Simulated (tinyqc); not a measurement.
Image-sensor pixel with a pinned photodiode, signal and noise: two steps of the calculation.

A buried n layer between a heavily doped p+ surface layer and a p layer is emptied into a floating diffusion, read through a source follower with correlated double sampling (reset noise cancelled). One-dimensional abrupt junctions; no blooming, lag or crosstalk.

Values chosen for this exercise; material values close to those of silicon: temperature T = 300 K; band gap Eg = 1.13 eV; conduction-band density of states at T Nc = 2.86e19 cm^-3; valence-band density of states at T Nv = 2.69e19 cm^-3; photodiode area A = 2.9 um^2; floating-diffusion capacitance Cf = 0.59 fF; usable swing of the floating diffusion dV = 0.8 V; source-follower gain As = 0.89; read noise at the output vn = 240 uV; absorption coefficient (light near 940 nm) al = 0.018 1/um; optical loss before the silicon Rf = 0.1; dead layer x1 = 0.11 um; depth of collection x2 = 2.5 um; generation lifetime tg = 0.0045 s; depleted depth Wd = 0.7 um; diffusion dark flux per ni^2 Jd = 8.1e6 x 1e-20 cm^4/s.

Constants: q = 1.602176634e-19 C, kB = 1.380649e-23 J/K, Vt = kB T/q. Results are converted to the units shown.

Question 1. Full well, conversion gain and read noise. Floating-diffusion limit Cf dV/q; full well FW is the smaller of the two; conversion gain CG = q As/Cf; read noise in electrons vn/CG. Reset noise sqrt(kB T Cf)/q is listed for comparison.

diode capacity = 28622.290 electrons

Give: floating-diffusion limit; FW; CG; read noise; reset noise.

Answer 1.

floating-diffusion limit = 2946 electrons
FW = 2946 electrons
CG = 241.7 uV/electron
read noise = 0.9930 electrons
reset noise = 9.757 electrons

The floating diffusion limits the full well.

Question 2. Quantum efficiency and dark current. QE = (1 - Rf)[exp(-al x1) - exp(-al x2)]. ni = sqrt(Nc Nv) exp(-Eg/(2 Vt)), Eg in volts; dark rates ni Wd A/tg (generation) and Jd ni^2 A (diffusion).

Wanted: QE; ni; generation rate; diffusion rate.

Answer 2.

QE = 0.037822
ni = 8.9429e9 cm^-3
generation rate = 4.0342 electrons/s
diffusion rate = 0.18786 electrons/s

Of the light that enters, 0.20 % is lost in the dead layer and 96 % passes the collecting depth.

Numbers from tinyqc (`OMP_NUM_THREADS=1 python tinyqc.py 2630032 2630033 out.jsonl`; about 0.01 s on one thread of a shared Intel Xeon 2.30GHz).
